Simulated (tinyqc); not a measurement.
Inside a calculation: band folding and unfolding in a supercell of a chain. Values are carried at full precision from step to step, so a last printed digit may differ when a step is redone from the rounded ones.

A chain with hopping -t and n = 5 sites a supercell. H(K) has v_j on the diagonal, -t between neighbours and -t exp(2 pi i K) on the bond that closes the cell (from the last site to the first of the next cell). The point K holds the n wave vectors k_m = (K + m)/n of the primitive zone, in 2 pi/a, m = 0 to n - 1, with E0 = -2t cos(2 pi k_m). The unfolding weight of a state c on k_m is |sum_j c_j exp(-2 pi i k_m j)|^2/n, j = 0 to n - 1.

Values chosen for the exercise: t = 1.55 eV (hopping); v = (1.15, 0, 0, 0, 0) eV (site energies in the supercell); Kq = 0.18 2 pi/(n a) (wave vector in the small zone).

## Folded levels and Fourier components

List k_m and E0; V_q = (1/n) sum_j v_j exp(-2 pi i q j/n) couples k_m to k_(m+q).

Folded band:
```
m,k_m (2 pi/a),E0 (eV)
0,0.0360,-3.0210
1,0.2360,-0.2723
2,0.4360,2.8527
3,0.6360,2.0354
4,0.8360,-1.5948
```

V_0, V_1, ... (eV): 0.2300  0.2300  0.2300

## Supercell Hamiltonian

Fill in H(K).

H (eV), lower triangle (Hermitian):
```
,1,2,3,4,5
1,1.1500
2,-1.5500,0
3,0,-1.5500,0
4,0,0,-1.5500,0
5,-0.6600-1.4025i,0,0,-1.5500,0
```

## Levels and unfolding weights

Diagonalise and project each state on the k_m.

levels (eV): -2.8519  -1.4003  -0.0343  2.2313  3.2053

weights:
```
,level 1,level 2,level 3,level 4,level 5
m=0,0.976,0.014,0.006,0.001,0.003
m=1,0.004,0.028,0.953,0.006,0.009
m=2,0.001,0.002,0.006,0.090,0.901
m=3,0.001,0.003,0.013,0.901,0.082
m=4,0.018,0.953,0.022,0.002,0.005
```

The purest state keeps 97.6 % on one k and the most mixed (level 4 and 5) 90.1 %; rows and columns each add to one.

## Moments of the spectral function

For each k_m: mean sum_i W E_i and variance sum_i W E_i^2 less the mean squared. The mean must be E0 plus the average of v, and the variance that of v.

Moments:
```
m,mean (eV),variance (eV^2)
0,-2.791,0.212
1,-0.042,0.212
2,3.083,0.212
3,2.265,0.212
4,-1.365,0.212
```

The average of v is 0.2300 eV and its variance 0.2116 eV^2: the virtual crystal gives the mean, and the variance is the spread of weight over several levels that it leaves out.

## Checks

- Variance of the spectral function against the variance of v: they agree to 1e-10 or better.
- Levels for v = 0 against the folded band: they agree to 1e-10 or better.

Run: tinyqc, `OMP_NUM_THREADS=1 python tinyqc.py 1452455 1452456 out.jsonl`; Intel(R) Xeon(R) Processor @ 2.30GHz, one thread, shared host; about 0.01 s of CPU time with all checks.
